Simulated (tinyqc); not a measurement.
Thresholds of impact ionisation and Auger recombination from band masses: sweeps and comparisons. A value that a table varies takes the place of the one given here.

Parabolic bands, no phonon. At threshold the three slow carriers share one velocity. With M their total mass and m4 the mass of the fast carrier, the fast carrier has the kinetic energy E_T = G M/(M - m4) and the slow ones together E_a = G m4/(M - m4), the activation energy of the Auger rate. CCCH (fast electron): G = Eg, M = 2 me + mh, m4 = me. CHHS (hole into the split-off band): G = Eg - Dso, M = 2 mh + me, m4 = ms; this form holds for Eg > Dso (below, the process needs about Dso - Eg and is marked by a dash). CHHL (hole into the light band): G = Eg, M = 2 mh + me, m4 = ml. CHHH (fast heavy hole): G = Eg, M = 2 mh + me, m4 = mh.

Non-parabolic fast electron: E (1 + alpha E) = c k^2/me with alpha = (1 - me)^2/Eg; the slow carriers stay parabolic, so E_T = Eg + me E_T (1 + alpha E_T)/M, M = 2 me + mh (the root between Eg and 1.9 Eg).

Constants: kB = 8.617333262e-05 eV/K; hc = 1239.841984 eV nm.

Inputs chosen for the exercise (near those of InSb, gap at low temperature and not tied to T; shifted at random, so the results belong to these values and not to a real crystal): Eg = 0.235 eV (gap at Gamma to the s-like level); Dso = 0.833 eV (spin-orbit splitting); me = 0.0137 m0 (electron mass at Gamma); mh = 0.44 m0 (heavy-hole mass); ms = 0.115 m0 (split-off mass); ml = 0.0153 m0 (light-hole mass); T = 400 K (temperature).

## The gap of an alloy series

Eg is varied with me and ml proportional to it; mh, ms and Dso are kept. E_a of three processes; wavelength hc/Eg.

Results:
```
Eg (eV),wavelength (micrometre),me,CCCH (meV),CCCH non-parabolic (meV),CHHS (meV),CHHL (meV),"log10 exp(-E_a/kT), non-parabolic"
0.070,17.71,0.0041,0.6,1.3,-,0.4,-0.02
0.118,10.51,0.0069,1.8,3.7,-,1.0,-0.05
0.176,7.04,0.0103,4.0,8.3,-,2.3,-0.10
0.235,5.28,0.0137,7.1,14.9,-,4.1,-0.19
0.294,4.22,0.0171,11.0,23.4,-,6.4,-0.30
0.376,3.30,0.0219,17.8,38.6,-,10.5,-0.49
0.470,2.64,0.0274,27.6,60.8,-,16.4,-0.77
```

E_a of CCCH goes nearly as Eg^2 (power 1.97 over the table), as both G and me grow; the non-parabolic value goes with the power 2.02, and its Boltzmann factor spans 0.7 decades; rows with E_a far above kT are formal, since phonon-assisted processes and side valleys rule there. All rows have Eg below Dso = 0.833 eV; the nearest is 0.36 eV from the CHHS resonance.

## The mass ratio

mu = me/mh is varied; thresholds in units of Eg for ionisation started by an electron, (1 + 2 mu)/(1 + mu), and by a heavy hole, (2 + mu)/(1 + mu).

Results:
```
mu,electron (Eg),hole (Eg),electron (eV),hole (eV)
0.027,1.0263,1.9737,0.241,0.464
0.031,1.0301,1.9699,0.242,0.463
0.190,1.1597,1.8403,0.273,0.432
0.340,1.2537,1.7463,0.295,0.410
0.460,1.3151,1.6849,0.309,0.396
1.000,1.5000,1.5000,0.352,0.352
1.500,1.6000,1.4000,0.376,0.329
```

The two thresholds add up to 3 Eg in every row and are equal, 3/2 Eg, at mu = 1. The lighter carrier has the lower threshold; in the first row the two differ by 0.223 eV, which would favour one carrier in avalanche multiplication. Real ionisation rates depend on the whole band structure and can be nearly equal although the edge masses differ.

## What each parameter does

Activation energies. Each row changes one parameter from the base and keeps the others.

Results:
```
case,CCCH (meV),CCCH non-parabolic (meV),CHHL (meV)
base,7.10,14.90,4.09
Eg = 0.2585 eV,7.81,16.39,4.50
Dso = 0.9163 eV,7.10,14.90,4.09
me = 0.0151 m0,7.80,16.46,4.09
mh = 0.396 m0,7.86,16.62,4.55
ms = 0.1035 m0,7.10,14.90,4.09
ml = 0.0168 m0,7.10,14.90,4.50
```

The largest shifts from the base row, up to three for each result and ties (the steps differ in size, so this ranks the rows, not the parameters). CCCH (meV): mh +0.76, Eg +0.71, me +0.70; unchanged at the printed digits by Dso, ms and ml. CCCH non-parabolic (meV): mh +1.72, me +1.55, Eg +1.49; unchanged at the printed digits by Dso, ms and ml. CHHL (meV): mh +0.46, Eg +0.41, ml +0.41; unchanged at the printed digits by Dso, me and ms.

Computed by tinyqc, a small Python program: `OMP_NUM_THREADS=1 python tinyqc.py 1880469 1880470 out.jsonl` (the numbers bound the seed that draws the inputs); one thread of a shared host (Intel(R) Xeon(R) Processor @ 2.30GHz), about 0.01 s for the whole set of steps.
